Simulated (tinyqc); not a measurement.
Worked calculation: CISD on RHF in the sto-3g basis, for H3+, spin multiplicity 1. Computed by tinyqc, a small Python program that keeps every step (integrals from PySCF). Settings: charge = 1, multiplicity = 1, basis = sto-3g, method = RHF, energy threshold = 1e-10, iteration cap = 84, orthogonalisation = symmetric, start = atomic densities, DIIS depth = 6, ci = CISD. Command: `OMP_NUM_THREADS=1 python tinyqc.py 27762 27763 out.jsonl` (the two numbers bound the seeds that draw the settings). One thread of a shared host (Intel(R) Xeon(R) Processor @ 2.60GHz), about 0.07 s of CPU time with the checks. The early iterations of the SCF are left out here.

## One-electron integrals

Geometry (angstrom):
```
atom       x       y       z
H     0.0000  0.0000  0.0000
H     0.0000  0.0000  1.1030
H     0.0000  0.9550  0.5520
```

Basis sto-3g: exponents (1/bohr^2) and contraction coefficients of normalised primitives:
```
element  l (shell)  exponent  coefficient
H            s (1)    3.4253       0.1543
H            s (1)    0.6239       0.5353
H            s (1)    0.1689       0.4446
```

Overlap, kinetic and nuclear-attraction integrals over the contracted functions; the nuclear repulsion is the sum of Za Zb / Rab.

nuclear repulsion = 1.439456 hartree

overlap S, lower triangle:
```
        1H 1s   2H 1s   3H 1s
1H 1s  1.0000
2H 1s  0.4379  1.0000
3H 1s  0.4379  0.4382  1.0000
```

kinetic energy T (hartree), lower triangle:
```
        1H 1s   2H 1s   3H 1s
1H 1s  0.7600
2H 1s  0.0774  0.7600
3H 1s  0.0774  0.0776  0.7600
```

nuclear attraction V (hartree), lower triangle:
```
         1H 1s    2H 1s    3H 1s
1H 1s  -2.1665
2H 1s  -0.8912  -2.1667
3H 1s  -0.8911  -0.8917  -2.1666
```

core Hamiltonian H = T + V (hartree), lower triangle:
```
         1H 1s    2H 1s    3H 1s
1H 1s  -1.4064
2H 1s  -0.8137  -1.4066
3H 1s  -0.8137  -0.8142  -1.4066
```

## Two-electron integrals

Functions are numbered as in S; the eight-fold symmetry (ij|kl) = (ji|kl) = (kl|ij) leaves the list below.

Two-electron integrals (ij|kl) in chemists' order, unique and non-zero (hartree):
```
(11|11) 0.7746   (21|11) 0.2643   (21|21) 0.1197   (22|11) 0.4458
(22|21) 0.2643   (22|22) 0.7746   (31|11) 0.2643   (31|21) 0.1064
(31|22) 0.2061   (31|31) 0.1197   (32|11) 0.2062   (32|21) 0.1064
(32|22) 0.2645   (32|31) 0.1064   (32|32) 0.1198   (33|11) 0.4458
(33|21) 0.2061   (33|22) 0.4459   (33|31) 0.2643   (33|32) 0.2645
(33|33) 0.7746
```

## Orthogonalisation

S = U s U^T; symmetric (Loewdin) form X = U s^(-1/2) U^T, so that X^T S X = 1.

eigenvalues of S: 0.5618  0.5622  1.8760

X, lower triangle:
```
         1H 1s    2H 1s   3H 1s
1H 1s   1.1326
2H 1s  -0.2012   1.1327
3H 1s  -0.2012  -0.2014  1.1327
```

## Iteration 4 (converged): orbitals

converged F (hartree), lower triangle:
```
         1H 1s    2H 1s    3H 1s
1H 1s  -0.6979
2H 1s  -0.6407  -0.6981
3H 1s  -0.6407  -0.6409  -0.6981
```

Diagonalise F' = X^T F X, C = X C', fill 1 alpha and 1 beta electrons from the bottom; D = 2 C_occ C_occ^T. Each column has its largest component positive (the first on a tie).

F' = X^T F X (hartree), lower triangle:
```
         1        2        3
1  -0.4197
2  -0.3177  -0.4196
3  -0.3177  -0.3179  -0.4196
```

orbital energies (hartree): MO1 -1.0552, MO2 -0.1021, MO3 -0.1017

coefficients C:
```
          MO1      MO2      MO3
1H 1s  0.4214   1.0877  -0.0541
2H 1s  0.4216  -0.4969   0.9692
3H 1s  0.4216  -0.5905  -0.9152
```

D after iteration 4, lower triangle:
```
        1H 1s   2H 1s   3H 1s
1H 1s  0.3552
2H 1s  0.3553  0.3554
3H 1s  0.3553  0.3554  0.3554
```

## Convergence

Stop when the energy changes by less than 1e-10 hartree and every element of the error matrix X^T (F D S - S D F) X is below 3e-06.

Course of the cycle:
```
iteration  E (hartree)     change  largest element of the error matrix
1            -0.676621          -                             4.32e-05
2            -1.233098  -5.56e-01                             2.41e-05
3            -1.233098  -5.30e-10                             9.44e-06
4            -1.233098  -9.59e-11                             1.76e-07
```

PySCF RHF in the same basis = -1.233098 hartree

Converged in 4 iterations.

## Integrals over molecular orbitals

(pq|rs) = sum C_ip C_jq C_kr C_ls (ij|kl), one index at a time.

one-electron integrals over orbitals h = C^T H C (hartree), lower triangle:
```
         1        2        3
1  -1.6174
2   0.0001  -1.0548
3   0.0000   0.0000  -1.0545
```

Two-electron integrals over orbitals (pq|rs), unique and non-zero (hartree):
```
(11|11) 0.5622      (21|11) -5.97e-05   (21|21) 0.1450      (22|11) 0.5488
(22|21) 0.0985      (22|22) 0.6371      (31|11) 8.95e-06    (31|22) -0.0148
(31|31) 0.1450      (32|21) -0.0148     (32|22) -1.02e-05   (32|31) -0.0985
(32|32) 0.0786      (33|11) 0.5489      (33|21) -0.0986     (33|22) 0.4797
(33|31) 0.0148      (33|32) 1.02e-05    (33|33) 0.6371
```

## CISD: determinants and Hamiltonian

Hartree-Fock energy = -1.233098 hartree

Slater-Condon rules over spin orbitals, with the nuclear repulsion added and E(HF) subtracted on the diagonal.

Occupation strings over the orbitals (2 doubly, a alpha, b beta, 0 empty; spin orbitals ordered 1a 1b 2a 2b ...): 200 ab0 a0b ba0 b0a 020 0ab 0ba 002

H - E(HF) between determinants (hartree), lower triangle:
```
        200      ab0      a0b      ba0      b0a     020      0ab     0ba
200  0.0000
ab0  0.0000   0.5492
a0b  0.0000   0.0000   0.5496
ba0  0.0000  -0.1450   0.0000   0.5492
b0a  0.0000   0.0000  -0.1450   0.0000   0.5496
020  0.1450   0.0986  -0.0148  -0.0986   0.0148  1.2001
0ab  0.0000  -0.0148  -0.0985   0.0148   0.0985  0.0000   1.0430
0ba  0.0000   0.0148   0.0985  -0.0148  -0.0985  0.0000  -0.0786  1.0430
002  0.1450  -0.0985   0.0148   0.0985  -0.0148  0.0786   0.0000  0.0000

        002
002  1.2006
```

## CISD: roots

Diagonalise (each vector has its largest component positive (the first on a tie)); all determinants have Ms = 0, so triplets appear too. The lowest singlet root is the correlation energy.

lowest roots of this matrix, relative to E(HF) (hartree): -0.0321  0.4043  0.4046  0.6157  0.6160  0.9644  1.2001  1.2003

lowest vectors:
```
      root 1  root 2  root 3   root 4
200   0.9880  0.0000  0.0000  -0.0001
ab0   0.0000  0.7071  0.0000   0.6579
a0b   0.0000  0.0000  0.7071   0.0000
ba0   0.0000  0.7071  0.0000  -0.6579
b0a   0.0000  0.0000  0.7071   0.0000
020  -0.1093  0.0000  0.0000  -0.2564
0ab   0.0000  0.0000  0.0000   0.0384
0ba   0.0000  0.0000  0.0000  -0.0384
002  -0.1092  0.0000  0.0000   0.2561
```

<S^2> of these roots: 0.0000  2.0000  2.0000  0.0000  0.0000  2.0000  0.0000  0.0000

weight of the ground state by excitation level 0, 1, 2, ...: 0.9761  0.0000  0.0239
